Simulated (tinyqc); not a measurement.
Two branches across an indirect gap: complex band structure along [001] in sp3s* tight binding.

For k = (0, 0, kz) the phase sums are g0 = cos(phi) and g3 = i sin(phi), phi = kz a/4, and the s, pz, s* orbitals of anion (a) and cation (c) decouple from px, py. With z = exp(i phi), H(z) = H0 + z T + T^T/z for any complex z. H0 is diagonal (Esa, Epa, Exa, Esc, Epc, Exc). The anion-cation block is B(z) = z U + W/z and the cation-anion block z W^T + U^T/z, where U has Vss/2 (s,s), Vsapc/2 (s,z), -Vscpa/2 (z,s), Vxx/2 (z,z), Vxapc/2 (s*,z), -Vpaxc/2 (z,s*), and W has the same values with the s-z and s*-z signs reversed. |z| = 1 is a band state, |z| < 1 decays along [001] as exp(-kappa d) over a distance d, kappa = -(4/a) ln|z|. No spin-orbit coupling.

Inputs chosen for the exercise (out of a larger set: near a published set for GaP, fitted to gaps, whose masses and valley positions are rough (light masses up to twice too heavy); not measured data): p = (-8.174, 1.125, -2.185, 4.144, 8.459, 7.201, -7.471, 2.139, 5.158, 4.296, 6.361, 4.674, 5.079) eV (order Esa, Epa, Esc, Epc, Exa, Exc, Vss, Vxx, Vxy, Vsapc, Vscpa, Vxapc, Vpaxc); a = 5.449 angstrom (lattice constant); Eg = 2.317 eV (top of the energy range, the indirect gap).

Ev = 0.01650 eV

The smallest kappa with Re kz = 0 and the smallest with Re kz > 0, at energies E from Ev; a dash: no such root.

Decay constants:

| E/Eg | E (eV) | kappa at Gamma (1/angstrom) | kappa off Gamma (1/angstrom) | its Re kz (2 pi/a) |
|---|---|---|---|---|
| 0.05 | 0.1158 | 0.0656 | 0.7209 | 0.836 |
| 0.20 | 0.4634 | 0.1244 | 0.6778 | 0.843 |
| 0.35 | 0.8109 | 0.1549 | 0.6289 | 0.850 |
| 0.50 | 1.1585 | 0.1723 | 0.5722 | 0.860 |
| 0.65 | 1.5061 | 0.1797 | 0.5043 | 0.873 |
| 0.80 | 1.8536 | 0.1772 | 0.4177 | 0.895 |
| 0.90 | 2.0853 | 0.1690 | 0.3391 | 0.925 |
| 0.97 | 2.2475 | 0.1590 | 0.1947 | 1.000 |

How do the results move, and what explains it?

The branch at Gamma decays more slowly on all rows listed; the other takes over only closer to its band edge, where its kappa goes to zero. The two differ in Re kz, so passing from one to the other needs kz from an abrupt interface, a steep field, a phonon or a defect. Valleys off the [001] axis, such as L, are not seen on these branches.

(tinyqc, `OMP_NUM_THREADS=1 python tinyqc.py 1482562 1482563 out.jsonl`, Intel(R) Xeon(R) Processor @ 2.30GHz, 1 thread, shared host, about 0.01 s.)
